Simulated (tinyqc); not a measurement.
Planar ballistic transistor, top-of-the-barrier model: one step of the calculation.

At the top of the source barrier, states moving towards the drain are filled by the source (Fermi level 0) and states moving back by the drain (Fermi level -q Vd); nothing scatters. U is the shift of the band edge there, set by the capacitances CG, CD and CS (the total) and by the charge. Parabolic two-dimensional band; the source is grounded.

Problem. Self-consistent potential at the barrier top. eta1 = -(E0 + U)/Vt, eta2 = eta1 - Vd/Vt, n = (N0/2)[F_0(eta1) + F_0(eta2)], F_0(x) = ln(1 + exp x). U(out) = UL + q (n - n0)/CS. U(new) = U(out).

Parameters, values chosen for the exercise; mass and valleys close to those of gallium arsenide: temperature T = 400 K; band edge at the barrier top above the source Fermi level at zero bias E0 = 0.18 eV; drain voltage Vd = 0.2 V.

Constants: q = 1.602176634e-19 C, kB = 1.380649e-23 J/K, Vt = kB T/q. Results are converted to the units shown.

U after iteration 1 = -0.35323190 eV
N0 = 9.5176896e11 cm^-2
CS = 11.650247 uF/cm^2
n0 = 5.1222666e9 cm^-2
UL = -0.4024 eV

Find: eta1; eta2; n; U(out); U after iteration 2.

Solution.

eta1 = 5.026
eta2 = -0.7766
n = 2.575e12 cm^-2
U(out) = -0.3671 eV
U after iteration 2 = -0.3671 eV

tinyqc, about 0.01 s, one thread, Intel Xeon 2.30GHz (shared host): `OMP_NUM_THREADS=1 python tinyqc.py 2400094 2400095 out.jsonl`
